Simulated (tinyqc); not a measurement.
Donor binding, ionisation and the Mott limit: ionisation against doping.

Hydrogenic donor: Ry = (m0 q^3/(8 eps0^2 h^2)) me/eps_r^2 in eV, E0 = cc Ry, radius a = q/(8 pi eps0 eps_r E0), Mott density Nm = (0.26/a)^3. Below Nm the level sinks as Ed = E0 [1 - (N/Nm)^(1/3)]. Neutrality: Nc F12(eta) = N/(1 + 2 exp(eta + Ed/kB T)), F12(x) = (2/sqrt(pi)) int_0^infinity sqrt(u)/(1 + exp(u - x)) du.

The neutrality equation is solved with F12 in each row.

Inputs (values chosen for the exercise); band and dielectric values close to those of silicon:
- T = 200 K (temperature)
- eps_r = 11.9 (relative permittivity)
- me = 0.257 m0 (mass in the hydrogenic formula, set independently of Nc)
- Nc = 1.52e19 cm^-3 (conduction-band density of states at 200 K)
- cc = 1.9 (ratio of the true binding energy to the hydrogenic one)

Constants: q = 1.602176634e-19 C, kB = 1.380649e-23 J/K, eps0 = 8.8541878128e-12 F/m, h = 6.62607015e-34 J s, m0 = 9.1093837015e-31 kg, Vt = kB T/q. Results are converted to the units shown.

Ionisation against doping:
```
N (cm^-3),N/Nm,Ed (meV),ionised (%),ionised with Ed = E0 (%)
4.7e15,5.7354e-4,43.017,99.261,99.076
1.1e16,0.0013423,41.740,98.420,97.890
2.8e16,0.0034168,39.849,96.532,94.945
6.7e16,0.0081760,37.464,93.251,89.292
1.6e17,0.019525,34.282,88.035,79.631
3.9e17,0.047591,29.914,80.838,65.897
9.6e17,0.11715,23.959,72.730,50.479
2.3e18,0.28067,16.198,65.540,36.714
5.6e18,0.68336,5.5917,60.141,25.379
```

What does the table show?

The ionised share falls from 99.3 to 60.1 %, against 99.1 to 25.4 % for a fixed level: a higher density raises EF against the level, which fills more donors, while the sinking Ed works the other way.

Range of the model: A sharp level with degeneracy 2 overstates freeze-out near Nm, where the impurity band broadens and merges with the conduction band.

Numbers from tinyqc (`OMP_NUM_THREADS=1 python tinyqc.py 2330084 2330085 out.jsonl`; about 0.01 s on one thread of a shared Intel Xeon 2.30GHz).
